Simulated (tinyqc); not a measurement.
Programming of a floating-gate cell by Fowler-Nordheim tunnelling: one step of the calculation.

Per tunnel area the floating gate has Ctun = 3.9 eps0/tox to the channel (0 V) and Ccg to the control gate, Ct = Ctun/(1 - ag), no other coupling. With the threshold shift U = -Q/Ccg the field is F = ag (Vg - U)/tox, and dU/dt = J/Ccg. Fowler-Nordheim: J = A F^2 exp(-B/F), A = q^2/(16 pi^2 hbar mo phi) (times 1e14 for A/cm^2 with F in V/nm, emitter mass m0), B = (4/3) sqrt(mo/C) phi^1.5, C = hbar^2/(2 m0).

Task. Explicit time steps against the exact solution. U(new) = U + dt J(F(U))/Ccg. Exact: exp(B/F(t)) = exp(B/F(0)) + K t, K = A B ag/(Ccg tox), and U = Vg - tox F/ag.

Parameters, values chosen for the exercise; oxide values close to those of silicon dioxide:
```
symbol,value,unit,meaning
phi,3.14,eV,tunnel barrier
mo,0.41,m0,tunnelling mass
tox,6.1,nm,tunnel oxide thickness
ag,0.51,,coupling ratio Ccg/Ct
Vt0,-1.5,V,threshold shift at the start
Vg,12.2,V,control-gate voltage
dt,1.5,us,time step
n,12,,steps
```

Constants: q = 1.602176634e-19 C, hbar = 1.054571817e-34 J s, m0 = 9.1093837015e-31 kg, eps0 = 8.8541878128e-14 F/cm where lengths are in cm, hbar^2/(2 m0) = 0.0380998212 eV nm^2. Results are converted to the units shown.

Give: t; F; J; U by steps; U exact.

Result.

| step | t (us) | F (V/nm) | J (A/cm^2) | U by steps (V) | U exact (V) |
|---|---|---|---|---|---|
| 0 | 0 | 1.1454 | 0.093018 | -1.5000 | -1.5000 |
| 1 | 1.5000 | 1.1256 | 0.061818 | -1.2632 | -1.3012 |
| 2 | 3.0000 | 1.1125 | 0.046756 | -1.1058 | -1.1539 |
| 3 | 4.5000 | 1.1025 | 0.037694 | -0.9868 | -1.0372 |
| 4 | 6.0000 | 1.0945 | 0.031597 | -0.8908 | -0.9410 |
| 5 | 7.5000 | 1.0878 | 0.027201 | -0.8104 | -0.8592 |
| 6 | 9.0000 | 1.0820 | 0.023876 | -0.7411 | -0.7883 |
| 7 | 10.500 | 1.0769 | 0.021270 | -0.6803 | -0.7257 |
| 8 | 12.000 | 1.0724 | 0.019172 | -0.6262 | -0.6697 |
| 9 | 13.500 | 1.0683 | 0.017447 | -0.5774 | -0.6192 |
| 10 | 15.000 | 1.0646 | 0.016002 | -0.5330 | -0.5732 |
| 11 | 16.500 | 1.0612 | 0.014775 | -0.4922 | -0.5309 |
| 12 | 18.000 | 1.0580 | 0.013719 | -0.4546 | -0.4918 |

Range of the model: Programming fields of 10 MV/cm and more wear the oxide; trapping and the channel potential are ignored.

Numbers from tinyqc (`OMP_NUM_THREADS=1 python tinyqc.py 2130040 2130041 out.jsonl`; about 0.01 s on one thread of a shared Intel Xeon 2.30GHz).
